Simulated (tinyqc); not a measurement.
Thin (001) film in sp3s* tight binding with raised dangling bonds, step by step. Values are carried at full precision from step to step, so a last printed digit may differ when a step is redone from the rounded ones.

sp3s* tight binding, nearest neighbours only: anion (a) at 0, cation (c) at a/4 (1,1,1), orbitals s, px, py, pz, s* on each; k in units of 2 pi/a. With phases e_j = exp(i (pi/2) k.n_j) for n = (1,1,1), (1,-1,-1), (-1,1,-1), (-1,-1,1): g0 = (e1+e2+e3+e4)/4, g1 = (e1+e2-e3-e4)/4, g2 = (e1-e2+e3-e4)/4, g3 = (e1-e2-e3+e4)/4. The diagonal holds the levels Esa, Epa, Exa (s*) and Esc, Epc, Exc. Anion-cation block: <sa|sc> = Vss g0; <sa|xc> = Vsapc g1; <xa|sc> = -Vscpa g1; <xa|xc> = Vxx g0; <xa|yc> = <ya|xc> = Vxy g3, <xa|zc> = <za|xc> = Vxy g2, <ya|zc> = <za|yc> = Vxy g1; <s*a|xc> = Vxapc g1; <xa|s*c> = -Vpaxc g1; y and z take g2 and g3 in place of g1; s-s* and s*-s* vanish.

Values chosen for the exercise (out of a larger set: near a published set for Si, fitted to gaps, whose masses and valley positions are rough; not measured data): p = (-4.222, 1.705, -4.222, 1.705, 6.698, 6.698, -8.268, 1.702, 4.611, 5.696, 5.696, 5.348, 5.348) eV (order Esa, Epa, Esc, Epc, Exa, Exc, Vss, Vxx, Vxy, Vsapc, Vscpa, Vxapc, Vpaxc); N = 5 (atomic planes in the small film); dl = 10 eV (shift of the dangling hybrids).

## Bulk edges along [001]

Gap at Gamma and minimum on (0,0,kz), kz from 0.5 to 1, from the bulk Ev. States at zero in-plane momentum come from this line alone.

edges (eV): Gamma 3.4040, Delta 1.1680

kz of the minimum = 0.7322 2 pi/a

## The two blocks of the small film

Planes alternate anion (a), cation (c) along [001], a/4 apart, starting with an anion; zero in-plane momentum; levels counted from the bulk Ev, the lower root of [[Epa, Vxx], [Vxx, Epc]]; no spin-orbit coupling. Block of s, pz, s*: from an anion to the cation above, Vss/2 (s,s), Vsapc/2 (s,z), -Vscpa/2 (z,s), Vxx/2 (z,z), Vxapc/2 (s*,z), -Vpaxc/2 (z,s*); to the cation below the same with the s-z and s*-z signs reversed. Block of u = (px + py)/sqrt2 and v = (px - py)/sqrt2: to the cation above (Vxx + Vxy)/2 for u and (Vxx - Vxy)/2 for v, to the cation below the reverse. Each surface atom has two dangling sp3 hybrids; raising both by dl adds (dl/2) [[1, t], [t, 1]] to its s, pz levels (t = -1 at the bottom face, +1 at the top) and dl to the one of u, v in whose plane the missing bonds lie (v for a bottom anion or a top cation, u for a top anion).

Fill them in.

s, pz, s* block (eV):
```
        sa1     za1    *a1     sc2     zc2     *c2     sa3     za3     *a3     sc4     zc4     *c4
sa1   0.775  -5.000      0  -4.134   2.848       0       0       0       0       0       0       0
za1  -5.000   6.702      0  -2.848   0.851  -2.674       0       0       0       0       0       0
*a1       0       0  6.695       0   2.674       0       0       0       0       0       0       0
sc2  -4.134  -2.848      0  -4.225       0       0  -4.134   2.848       0       0       0       0
zc2   2.848   0.851  2.674       0   1.702       0  -2.848   0.851  -2.674       0       0       0
*c2       0  -2.674      0       0       0   6.695       0   2.674       0       0       0       0
sa3       0       0      0  -4.134  -2.848       0  -4.225       0       0  -4.134   2.848       0
za3       0       0      0   2.848   0.851   2.674       0   1.702       0  -2.848   0.851  -2.674
*a3       0       0      0       0  -2.674       0       0       0   6.695       0   2.674       0
sc4       0       0      0       0       0       0  -4.134  -2.848       0  -4.225       0       0
zc4       0       0      0       0       0       0   2.848   0.851   2.674       0   1.702       0
*c4       0       0      0       0       0       0       0  -2.674       0       0       0   6.695
sa5       0       0      0       0       0       0       0       0       0  -4.134  -2.848       0
za5       0       0      0       0       0       0       0       0       0   2.848   0.851   2.674
*a5       0       0      0       0       0       0       0       0       0       0  -2.674       0

        sa5    za5     *a5
sa1       0      0       0
za1       0      0       0
*a1       0      0       0
sc2       0      0       0
zc2       0      0       0
*c2       0      0       0
sa3       0      0       0
za3       0      0       0
*a3       0      0       0
sc4  -4.134  2.848       0
zc4  -2.848  0.851  -2.674
*c4       0  2.674       0
sa5   0.775  5.000       0
za5   5.000  6.702       0
*a5       0      0   6.695
```

u, v block (eV):
```
       ua1     va1     uc2     vc2     ua3     va3     uc4     vc4     ua5    va5
ua1  1.702       0   3.156       0       0       0       0       0       0      0
va1      0  11.702       0  -1.454       0       0       0       0       0      0
uc2  3.156       0   1.702       0  -1.454       0       0       0       0      0
vc2      0  -1.454       0   1.702       0   3.156       0       0       0      0
ua3      0       0  -1.454       0   1.702       0   3.156       0       0      0
va3      0       0       0   3.156       0   1.702       0  -1.454       0      0
uc4      0       0       0       0   3.156       0   1.702       0  -1.454      0
vc4      0       0       0       0       0  -1.454       0   1.702       0  3.156
ua5      0       0       0       0       0       0  -1.454       0  11.702      0
va5      0       0       0       0       0       0       0   3.156       0  1.702
```

## Levels of the small film

Diagonalise both blocks.

levels of the s, pz, s* block (eV): -11.715  -9.590  -6.466  -2.664  1.787  1.952  3.093  3.868  5.670  6.695  7.576  8.109  9.973  11.001  11.569

levels of the u, v block (eV): -2.295  -2.295  -0.861  -0.861  4.128  4.128  5.607  5.607  11.931  11.931

No level lies between 0 and the bulk edge 1.168 eV; confinement has widened the gap at zero in-plane momentum to 2.648 eV.

## Checks

- Lowest conduction level of 201 planes, with the dangling hybrids shifted far away, against the bulk edge: 1.169 against 1.168.

Run: tinyqc, `OMP_NUM_THREADS=1 python tinyqc.py 1482362 1482363 out.jsonl`; Intel(R) Xeon(R) Processor @ 2.30GHz, one thread, shared host; about 0.3 s of CPU time with all checks.
